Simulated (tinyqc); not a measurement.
# AlGaN/GaN HEMT with access regions, lumped model: effect of the source access length

A polarisation-induced electron sheet under a Schottky gate, in series with two ungated access regions and contacts. Drift law v = mu E/(1 + mu E/vs) under the gate. Currents in mA/mm, resistances in ohm mm. No self-heating, no channel-length modulation; fits for polarisation, barrier and offset are chosen for the exercise.

sigma = (5e13 x + 1.6e13 x^2) cm^-2, phiB = 0.84 + 1.3 x, dEc = 0.7 (1.71 x + x^2) in volts, Cb = eps0 eps_r/d, VT = phiB - dEc - q sigma/Cb, access density n0 = -Cb VT/q. Access resistance R(L, n) = L/(q mu n sqrt(1 - (I/(q n vs))^2)); Rs = Rc + R(Ls, n0), Rd = Rc + R(Ld, (1 - ft) n0). Vg' = Vg - I Rs, Vd' = Vd - I (Rs + Rd); with u = Vg' - VT, Vc = vs Lg/mu and w the smaller of Vd' and Vc [sqrt(1 + 2 u/Vc) - 1] (0 if negative), the channel gives (mu Cb/Lg)(u w - w^2/2)/(1 + w/Vc). I equals that channel current. Isat is I at Vd = 10 V, gm = dIsat/dVg, Ron the limit of Vd/I at small Vd.

Inputs (values chosen for the exercise); values close to those of AlGaN/GaN structures:
- x = 0.33 (aluminium share of the barrier)
- d = 25 nm (barrier thickness)
- eps_r = 9.5 (relative permittivity of barrier and channel)
- mu = 1700 cm^2/(V s) (channel mobility)
- vs = 1.1e7 cm/s (saturation velocity)
- Lg = 0.15 um (gate length)
- Ld = 4 um (drain access length)
- Rc = 0.55 ohm mm (resistance of each contact)
- ft = 0.12 (share of the drain-access electrons removed by traps)
- Vg = 1 V (gate voltage)

Constants: q = 1.602176634e-19 C, eps0 = 8.8541878128e-14 F/cm where lengths are in cm. Results are converted to the units shown.

The same in every row: VT (V) = -7.889; n0 (cm^-2) = 1.657e13.

Result of one run:

| Ls (um) | Ron (ohm mm) | Isat (mA/mm) | gm (mS/mm) |
|---|---|---|---|
| 1.5 | 2.469 | 2101 | 222.5 |

What becomes of these results when the source access length Ls is changed from 1.5 to 0.3 um, all else the same?

Result of the changed run:

| Ls (um) | Ron (ohm mm) | Isat (mA/mm) | gm (mS/mm) |
|---|---|---|---|
| 0.3 | 2.203 | 2317 | 264.2 |

The whole series:

| Ls (um) | Ron (ohm mm) | Isat (mA/mm) | gm (mS/mm) |
|---|---|---|---|
| 0.1 | 2.159 | 2364 | 278.0 |
| 0.3 | 2.203 | 2317 | 264.2 |
| 0.6 | 2.270 | 2254 | 249.3 |
| 1 | 2.358 | 2181 | 235.2 |
| 1.5 | 2.469 | 2101 | 222.5 |
| 2.5 | 2.691 | 1967 | 204.8 |
| 4 | 3.023 | 1807 | 186.9 |

As Ls goes from 0.1 to 4 um, Ron rises from 2.16 to 3.02 ohm mm, Isat falls from 2360 to 1810 mA/mm and gm falls from 278 to 187 mS/mm. The ceiling Cb vs is 370 mS/mm. In every row the power passes 5 W/mm, where self-heating, left out here, lowers the current.

tinyqc, about 0.02 s, one thread, Intel Xeon 2.30GHz (shared host): `OMP_NUM_THREADS=1 python tinyqc.py 2570128 2570129 out.jsonl`
